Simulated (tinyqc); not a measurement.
Coherent transport through a tight-binding region between two chains, step by step. One step of it, computed by the program tinyqc.

Task: Transmission at E = 0.42 eV. Surface Green function g = (E - i sqrt(4 t^2 - E^2)) / (2 t^2); self-energy tc^2 g on each contact site; G = (E - H - Sigma)^(-1); Gamma = -2 Im Sigma; T = Gamma_L Gamma_R |G_LR|^2; local density of states -Im G_ii / pi.

H of the central region (eV):
```
           1          2          3          4
1   0.000000  -1.340000   0.000000  -1.340000
2  -1.340000   0.000000  -1.340000   0.000000
3   0.000000  -1.340000   0.000000  -1.340000
4  -1.340000   0.000000  -1.340000   0.000000
```

Leads: semi-infinite chains with site energy 0:
```
parameter                           value
lead hopping t (eV)              1.710000
coupling to the left lead (eV)   0.930000
coupling to the right lead (eV)  0.440000
left contact site                       1
right contact site                      2
```

E = 0.420000 eV

Give: g; G; local density of states; transmission.

Result:

g = 0.072-0.580i 1/eV

G (1/eV):
```
               1              2              3              4
1   0.894-0.565i   0.135-0.112i  -0.944+0.587i   0.161-0.072i
2   0.135-0.112i   1.148-0.167i   0.249+0.066i  -1.226+0.146i
3  -0.944+0.587i   0.249+0.066i   0.874-0.628i   0.223+0.131i
4   0.161-0.072i  -1.226+0.146i   0.223+0.131i   1.156-0.187i
```

local density of states (1/eV): 0.180  0.053  0.200  0.059

transmission = 0.007
